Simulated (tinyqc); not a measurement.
Koster-Slater impurity in a tight-binding band, by Green functions and by supercells: one step, computed by the program tinyqc. Command: `OMP_NUM_THREADS=1 python tinyqc.py 3013135 3013136 out.jsonl kosterslater walk`. One thread of a shared host (Intel(R) Xeon(R) Processor @ 2.30GHz), about 0.06 s of CPU time with the checks.

One orbital per site, e(k) = -2 t sum cos(k_i) over 3 direction(s), band from -6 t to 6 t, lattice constant 1. One site has the extra energy U. Spin is left out.

Task: Scattering. T = U/(1 - U G0); phase shift delta = -arg(1 - U G0) in (-pi, pi]; host density of states -Im G0/pi; on the impurity -Im[G0/(1 - U G0)]/pi; lifetime of a band state hbar/(-2 c Im T).

Inputs (values chosen for the exercise, for a model band): impurity potential U = -2.42 eV; impurity concentration c = 0.0003 per site.

Lattice: simple cubic.

G0(E + i eta) = 0.5157078-0.2064088i 1/eV

Constants: hbar = 6.582119569e-16 eV s.

Give: T matrix; phase shift delta; host density of states; density of states on the impurity; scattering lifetime.

Result:

T matrix = -1.026-0.228i eV

phase shift delta = 0.2186 rad

host density of states = 0.06570 1/eV

density of states on the impurity = 0.01239 1/eV

scattering lifetime = 4813 fs

The Born approximation would take Im T = U^2 Im G0 = -1.21 eV, 5.30 times the full value.
